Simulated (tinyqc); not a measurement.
Oxide trap near a transistor channel: two-state multiphonon kinetics, telegraph noise and bias instability: one step, computed by the program tinyqc. Command: `OMP_NUM_THREADS=1 python tinyqc.py 3006238 3006239 out.jsonl oxidetrap walk`. One thread of a shared host (Intel(R) Xeon(R) Processor @ 2.30GHz), about 0.01 s of CPU time with the checks.

An n-channel device under positive gate bias. The trap is empty (state 1) or holds an electron (state 2); both states are parabolas of equal curvature, and the electron reservoir is taken at the Fermi level of the channel.

Task: Many traps: 1/f noise. McWhorter number fluctuations for traps uniform in depth and energy: S_V = e^2 k_B T N_t lambda/(W L C_ox^2 f), C_ox = eps_ox eps_0/t_ox. The number of traps within k_B T in energy and one decade in time is N_t k_B T lambda ln(10) W L.

Inputs (values chosen for the exercise, with an insulator like SiO2 on silicon):

| quantity | value | unit |
|---|---|---|
| insulator constant eps_ox | 3.84 | - |
| insulator thickness t_ox | 3.9 | nm |
| temperature T | 250 | K |
| channel width W | 20 | nm |
| channel length L | 30 | nm |
| frequency f | 6 | Hz |
| trap density N_t | 3.9e+18 | cm^-3 eV^-1 |

Parts treated: one trap and an ensemble.

attenuation length lambda = 0.08512060 nm

Constants: eps_0 = 8.8541878128e-12 F/m; e = 1.602176634e-19 C; k_B = 8.617333262e-05 eV/K.

Give: C_ox; 1/f noise S_V(f); active traps per decade.

Result:

C_ox = 0.8718 microF/cm^2

1/f noise S_V(f) = 6.710e-07 V^2/Hz

active traps per decade = 0.009881

With less than one active trap per decade a single device shows separate Lorentzians; 1/f is only the average over many devices. Caution: N_t k_B T lambda ln(10) W L, the number of active traps per decade, is below one, so S_V is only the mean over many devices.
